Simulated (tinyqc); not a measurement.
# Worked calculation: long-channel MOSFET, surface-potential model

tinyqc, about 0.02 s, one thread, Intel Xeon 2.30GHz (shared host): `OMP_NUM_THREADS=1 python tinyqc.py 2360037 2360038 out.jsonl` Printed values are rounded.

n-channel transistor on a uniformly doped p-type body, gradual-channel approximation, constant mobility, Boltzmann statistics, full ionisation. Potentials are counted from the neutral body; V is the electron quasi-Fermi potential, Vsb at the source and Vsb + Vds at the drain. Charges are magnitudes per area.

Values chosen for this exercise; material values close to those of germanium: temperature T = 325 K; band gap Eg = 0.671 eV; relative permittivity of the semiconductor eps_r = 15.9; conduction-band density of states at T Nc = 1.17e19 cm^-3; valence-band density of states at T Nv = 6.79e18 cm^-3; acceptor density of the body Na = 8.8e17 cm^-3; relative permittivity of the gate insulator eox = 7.55; insulator thickness tox = 6.4 nm; flat-band voltage Vfb = -0.59 V; channel mobility mu = 350 cm^2/(V s); gate width W = 2 um; gate length L = 2 um; source-body reverse bias Vsb = 1 V; gate-source voltage Vgs = 0.97 V; drain-source voltage Vds = 0.1 V.

Constants: q = 1.602176634e-19 C, kB = 1.380649e-23 J/K, Vt = kB T/q, eps0 = 8.8541878128e-14 F/cm where lengths are in cm. Results are converted to the units shown.

Range of the model: The surface electron density at the source passes 0.3 Nc, where degeneracy, left out here, matters.

## Body potential, insulator capacitance and body factor

ni = sqrt(Nc Nv) exp(-Eg/(2 Vt)), Eg in volts; phiF = Vt ln(Na/ni); Cox = eps0 eox/tox; gamma = sqrt(2 q eps0 eps_r Na)/Cox. VT = Vfb + 2 phiF + gamma sqrt(2 phiF + Vsb), m = 1 + gamma/(2 sqrt(2 phiF + Vsb)).

ni = 5.59018e13 cm^-3
phiF = 0.270655 V
Cox = 1.04452 uF/cm^2
gamma = 0.603210 V^0.5
VT = 0.700194 V
m = 1.24294

## Iteration 1: surface potential at the source by Newton steps

psi at the start (2 phiF + Vsb) = 1.54131 V

With V = Vsb: G = psi - Vt + Vt e, e = exp((psi - 2 phiF - Vsb)/Vt); f = Vgs + Vsb - Vfb - psi - gamma sqrt(G); f' = -1 - gamma (1 + e)/(2 sqrt(G)); psi(new) = psi - f/f'.

G = 1.54131 V
f = 0.269808 V
f' = -1.48587
psi after iteration 1 = 1.72289 V

## Iteration 2: surface potential at the source by Newton steps

As before.

G = 20.0200 V
f = -1.86188 V
f' = -45.1733
psi after iteration 2 = 1.68168 V

## Course of the iteration: surface potential at the source by Newton steps

Stop when psi changes by less than 1e-10 V, or after 40 iterations.

Course of the iteration:
```
iteration  psi (V)  |change| (V)
1          1.72289         0.182
2          1.68168        0.0412
3          1.65234        0.0293
4          1.63720        0.0151
5          1.63368       3.52e-3
6          1.63352       1.59e-4
7          1.63352       3.05e-7
8          1.63352      1.12e-12
```

Converged in 8 iterations. At the end the number of correct digits about doubles with each step.

## Charges and current of the charge-sheet model

psi_0 = 1.63352 V
psi_L = 1.70872 V

psi_0 and psi_L solve Vgs + Vsb - Vfb - psi = gamma sqrt(G) at V = Vsb and Vsb + Vds. Qi = Cox gamma [sqrt(G) - sqrt(psi - Vt)], G = psi - Vt + Vt exp((psi - 2 phiF - V)/Vt), at both ends. With U = Vgs + Vsb - Vfb: drift = mu (W/L) Cox [U (psi_L - psi_0) - (psi_L^2 - psi_0^2)/2 - (2/3) gamma ((psi_L - Vt)^1.5 - (psi_0 - Vt)^1.5)]; diffusion = mu (W/L) Vt (Qi0 - QiL).

Qi0 = 169.381 nC/cm^2
QiL = 72.3439 nC/cm^2
drift current = 3.18040 uA
diffusion current = 0.951181 uA
drain current = 4.13158 uA

Drift carries 77.0 % of the current.

## Inversion charge along the channel

V, point 0 to 8 (V): [1, 1.01250, 1.025, 1.03750, 1.05, 1.06250, 1.075, 1.08750, 1.1]

The surface potential psi at channel potential V solves Vgs + Vsb - Vfb - psi = gamma sqrt(G), G = psi - Vt + Vt exp((psi - 2 phiF - V)/Vt). Charge sheet: Qi = Cox gamma [sqrt(G) - sqrt(psi - Vt)]. Pao-Sah: Qi = (Cox gamma/2) integral from 3 Vt to psi of exp((u - 2 phiF - V)/Vt)/sqrt(G(u, V)) du.

psi, point 0 to 8 (V): [1.63352, 1.64364, 1.65360, 1.66339, 1.67299, 1.68235, 1.69146, 1.70026, 1.70872]
Qi, charge sheet, point 0 to 8 (nC/cm^2): [169.381, 156.298, 143.423, 130.781, 118.402, 106.323, 94.5853, 83.2390, 72.3439]
Qi, Pao-Sah, point 0 to 8 (nC/cm^2): [170.825, 157.626, 144.639, 131.887, 119.402, 107.218, 95.3800, 83.9369, 72.9493]

At the source the charge-sheet charge is 0.85 % below the Pao-Sah one.

## Pao-Sah current by Simpson's rule

I = mu (W/L) integral of Qi dV; Simpson's rule on the 9 points, step Vds/8, weights 1, 4, 2, ..., 4, 1 times step/3.

Pao-Sah current = 4.20771 uA

Gauss-Legendre quadrature on many points gives 4.208 uA, so this value is within 0.01 % of it; the charge-sheet current, 4.132 uA, is 1.8 % below it.
